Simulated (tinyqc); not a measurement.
Inside a calculation (part 2 of 2). Method: CCSD on RHF in the sto-3g basis, for H6, spin multiplicity 1. Computed by tinyqc, a small Python program that keeps every step (integrals from PySCF). Command: `OMP_NUM_THREADS=1 python tinyqc.py 25452 25453 out.jsonl` (the two numbers bound the seeds that draw the settings). One thread of a shared host (Intel(R) Xeon(R) Processor @ 2.60GHz), about 0.2 s of CPU time with the checks.

Geometry (angstrom):
```
atom         x         y         z
H     0.000000  0.000000  0.000000
H     0.000000  0.000000  0.897000
H     0.000000  0.000000  2.259000
H     0.000000  0.000000  3.156000
H     0.000000  0.000000  4.518000
H     0.000000  0.000000  5.415000
```

## CCSD: convergence

E_corr = 1/4 sum <ij||ab> t_ij^ab + 1/2 sum <ij||ab> t_i^a t_j^b; stop when the norm of the change is below 1e-8.

Course of the amplitude iterations:
```
update  correlation energy (hartree)  norm of the change
0                        -0.05238323                   -
1                        -0.07139645            1.19e-01
2                        -0.07853077            4.66e-02
3                        -0.08300096            1.87e-02
4                        -0.08298208            1.90e-03
5                        -0.08298041            6.77e-04
6                        -0.08298298            2.02e-04
7                        -0.08298439            5.23e-05
8                        -0.08298439            1.19e-05
9                        -0.08298441            5.32e-06
10                       -0.08298440            1.67e-06
11                       -0.08298440            3.17e-07
12                       -0.08298441            1.14e-07
13                       -0.08298441            4.99e-08
14                       -0.08298441            1.80e-08
15                       -0.08298441            6.02e-09
```

Converged amplitudes (spin orbitals 1a, 1b, ...; amplitudes related by a flip of all spins are not repeated; the 24 largest):
```
from      to          t
3a 3b  4a 4b  -0.088101
2a 2b  5a 5b  -0.065451
1a 1b  4a 4b  -0.058260
2a 3b  4a 5b   0.057455
2a 2b  4a 4b  -0.056665
1a 3b  4a 6b  -0.056583
3a 3b  5a 5b  -0.047642
1a 3b  4b 6a   0.042611
2a 3b  4b 5a  -0.042401
3a 3b  6a 6b  -0.040856
1a 2b  4a 5b  -0.038869
1a 1b  6a 6b  -0.036625
2a 3b  5a 6b  -0.032017
1a 2b  4b 5a   0.030449
2a 2b  4a 6b   0.030405
1a 3b  5a 5b   0.030326
1a 1b  5a 5b  -0.028809
1a 2b  5a 6b   0.028747
2a 3b  5b 6a   0.024589
2a 2b  6a 6b  -0.022894
1a 2b  5b 6a  -0.022699
1a 1b  4a 6b  -0.018432
1a 3b  4a 4b  -0.015580
1a 3b  6a 6b  -0.015430
```

CCSD total energy = -3.33552283 hartree

T1 diagnostic, norm of the one-spin t1 over sqrt(correlated electrons) = 0.002219

Converged in 15 updates, with DIIS from the third.
